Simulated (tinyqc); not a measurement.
# Ballistic Schottky-barrier transistor with a one-dimensional channel, WKB contacts, step by step

Program tinyqc, `OMP_NUM_THREADS=1 python tinyqc.py 2390120 2390121 out.jsonl`; Intel Xeon 2.30GHz, shared host, one thread, about 0.03 s. Printed values are rounded.

Source Fermi level 0, drain Fermi level -Vd. Far from the contacts Ec = pn - psi, and the gate moves psi one to one; the band edges relax as exp(-x/lam) from pn at the source and pn - Vd at the drain; Ev = Ec - Eg. A carrier of energy w inside the channel band meets at a contact a barrier of height D (the contact edge beyond the channel edge): T = 1 for w >= D, else exp(-S), S = 4 lam sqrt(m/C) [sqrt(D - w) - sqrt(w) arctan sqrt((D - w)/w)], C = hbar^2/(2 m0). The two contacts combine as Ts Td/(Ts + Td - Ts Td).

Values chosen for this exercise; channel values close to those of a germanium nanowire:
```
symbol  value  unit                                        meaning
T         300     K                                    temperature
Eg       0.66    eV                                       band gap
pn       0.47    eV         barrier for electrons at both contacts
mn       0.12    m0                                  electron mass
mp       0.15    m0                                      hole mass
g           2                                  valleys or subbands
lam         3    nm               screening length at the contacts
Vd       0.05     V                                     drain bias
ps       0.37     V      band shift psi of the channel by the gate
w0       0.16    eV  energy of one carrier inside the channel band
wm       0.55    eV                          upper end of the grid
nE         15                                   points of the grid
```

Constants: q = 1.602176634e-19 C, kB = 1.380649e-23 J/K, hbar = 1.054571817e-34 J s, h = 6.62607015e-34 J s, m0 = 9.1093837015e-31 kg, Vt = kB T/q, hbar^2/(2 m0) = 0.0380998212 eV nm^2. Results are converted to the units shown.

Range of the model: No scattering, image-force lowering, channel charge or band-to-band tunnelling; parabolic kappa overstates S deep in the gap.

## Band edges and barriers

Electrons: Ds = psi, Dd = psi - Vd, Es = Ec, Ed = Ec + Vd. Holes: Ds = -psi, Dd = Vd - psi, Es = -Ev, Ed = -Ev - Vd. The size of each current is taken; both flow from drain to source and add.

Ec = 0.1 eV
Ev = -0.56 eV
D for electrons (eV): source 0.370000, drain 0.320000
D for holes (eV): source -0.370000, drain -0.320000

A negative D is no barrier. Here the electrons carry the larger current.

## Transmission of one of the electrons

S and T at both contacts for w = w0, and the tunnelling distance lam ln(D/w) at the higher barrier.

S at the source = 2.49145
S at the drain = 1.82812
combined T = 0.0578002
tunnelling distance = 2.51499 nm

## Current of the electrons on a coarse grid

I = g (2 q^2/h) int T(w) [f(Es + w) - f(Ed + w)] dw, f(y) = 1/(1 + exp(y/Vt)). Electrons: Ds = psi, Dd = psi - Vd, Es = Ec, Ed = Ec + Vd. Holes: Ds = -psi, Dd = Vd - psi, Es = -Ev, Ed = -Ev - Vd. The size of each current is taken; both flow from drain to source and add. Simpson's rule on nE equally spaced w from 0 to wm.

```
point    w (eV)          Ts          Td           T  size of the supply difference
0      0.000000  2.36621e-6  5.86106e-6  1.68568e-6                      0.0174572
1      0.039286  8.95873e-4  0.00210377  6.28707e-4                     0.00389069
2      0.078571  0.00688263   0.0152681  0.00476669                     8.54725e-4
3      0.117857   0.0274909   0.0573567   0.0189357                     1.87173e-4
4      0.157143   0.0775419    0.151304   0.0540381                     4.09598e-5
5      0.196429    0.173574    0.314367    0.125909                     8.96201e-6
6      0.235714    0.326596    0.543072    0.256196                     1.96082e-6
7      0.275000    0.532731    0.798727    0.469680                     4.29011e-7
8      0.314286    0.764171    0.990395    0.758549                     9.38637e-8
9      0.353571    0.959698           1    0.959698                     2.05365e-8
10     0.392857           1           1           1                     4.49320e-9
11     0.432143           1           1           1                    9.83071e-10
12     0.471429           1           1           1                    2.15087e-10
13     0.510714           1           1           1                    4.70590e-11
14     0.550000           1           1           1                    1.02961e-11
```

current = 8.75122e-5 uA

A converged quadrature gives 8.728e-5 uA; this grid is 0.26 % above that. 0.0499 % of it passes over both barriers, the rest tunnels. The other carrier adds 9.27e-9 uA.
